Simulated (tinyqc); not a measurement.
Narrowing from the saturation current.

Question. A uniform n-type emitter has J0 = (q p0 D/L)(s + tanh(W/L))/(1 + s tanh(W/L)), D = mup Vt, s = S L/D, and p0 = (ni^2/N) exp(dE_app/kB T), where dE_app = dEg + kB T ln[(N/Nc) exp(-eta)]. Find p0, dE_app and dEg.

Values chosen for this exercise; band and dielectric values close to those of silicon:
- T = 400 K (temperature)
- Nc = 4.31e19 cm^-3 (conduction-band density of states at 400 K)
- N = 1.5e19 cm^-3 (ionised donor density)
- mup = 230 cm^2/(V s) (minority-hole mobility)
- W = 920 nm (emitter width)
- S = 1.7e6 cm/s (recombination velocity at the contact)

Constants: q = 1.602176634e-19 C, kB = 1.380649e-23 J/K, Vt = kB T/q. Results are converted to the units shown.

J0 = 5.0287977e7 fA/cm^2
L = 3744.1429 nm
ni = 3.7112841e12 cm^-3
converged eta = -0.93301975

Answer. J0 gives p0, its ratio to ni^2/N gives dE_app, and the degeneracy term is taken off.

p0 = 3.74e6 cm^-3
dE_app = 48.4 meV
dEg = 52.7 meV

tinyqc, about 0.01 s, one thread, Intel Xeon 2.30GHz (shared host): `OMP_NUM_THREADS=1 python tinyqc.py 2330170 2330171 out.jsonl`
